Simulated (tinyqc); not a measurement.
Course in time: spin coating of a resist or spin-on film: centrifugal thinning, evaporation and the final thickness (Emslie and Meyerhofer models). Computed by tinyqc, a small Python program. Command: `OMP_NUM_THREADS=1 python tinyqc.py 3112297 3112298 out.jsonl spincoat walk`. One thread of a shared host (Intel(R) Xeon(R) Processor @ 2.30GHz), about 0.06 s of CPU time with the checks.

A Newtonian film stays uniform over the wafer; solvent and solids have the same density and the concentration is uniform through the thickness.

Inputs (values chosen for the exercise, of the order of those of a polymer resist in an ester solvent):
```
quantity                                 value          unit
solids volume fraction c0                 0.33             -
kinematic viscosity of the solvent nu_s      2        mm^2/s
viscosity constant k                       680        mm^2/s
viscosity exponent gamma                     3             -
spin speed f                              2500           rpm
evaporation rate at 1000 rpm e0           0.42  micrometre/s
starting thickness h0                      200    micrometre
wafer radius R                             150            mm
shrinkage in the bake                       12             %
```

Method:
- omega = 2 pi f/60; nu(c) = nu_s + k c^gamma; evaporation rate e = e0 sqrt(f/1000 rpm).
- Flow constant K = 2 omega^2/(3 nu(c0)); Reynolds number of the air omega R^2/nu_air with nu_air = 15 mm^2/s.
- Meyerhofer estimate: flow rules until (1 - c0) K h^3 = e, then evaporation alone: h_w = (e/((1 - c0) K))^(1/3), dry film c0 h_w.
- Full model for solids s and liquid l per area, h = s + l, c = s/h: ds/dt = -c Q, dl/dt = -(1 - c) Q - e, Q = 2 omega^2 h^3/(3 nu(c)); integrated adaptively (relative tolerance 1e-9) until l = 0.
- Dry film = s at l = 0, before the bake; film after the bake = s x (1 - shrinkage).
- Times are fractions of the time to dry.

omega = 261.799 1/s

evaporation rate e = 0.664078 micrometre/s

dry film = 2997.94 nm

dry film, estimate = 2741.69 nm

History:
```
fraction   t (s)  h (micrometre)        c  nu (mm^2/s)         Q/e  s (nm)
0.003     0.0322          85.665  0.33006        26.45  1.6353e+03   28275
0.010     0.1073          50.257  0.33033        26.51  3.2947e+02   16601
0.030     0.3219          29.641  0.33162        26.80  6.6865e+01    9830
0.100     1.0729          16.337  0.33979        28.68  1.0462e+01    5551
0.200     2.1458          11.510  0.35836        33.30  3.1511e+00    4125
0.350     3.7551           8.537  0.39982        45.46  9.4182e-01    3413
0.500     5.3644           6.850  0.46010        68.23  3.2419e-01    3152
0.700     7.5102           5.185  0.58460       137.86  6.9567e-02    3031
0.900     9.6559           3.714  0.80805       360.78  9.7737e-03    3001
```

What does the comparison show, and why?

Q/e drops below 1 between t = 2.1 and 3.8 s, when c has risen from 0.33 to about 0.400; after that row the solids fall by a further 12 %. The full model gives 1.09 times the two-stage estimate. Caution: above a Reynolds number of about 3e5 the air flow near the rim turns turbulent, and evaporation is no longer uniform.
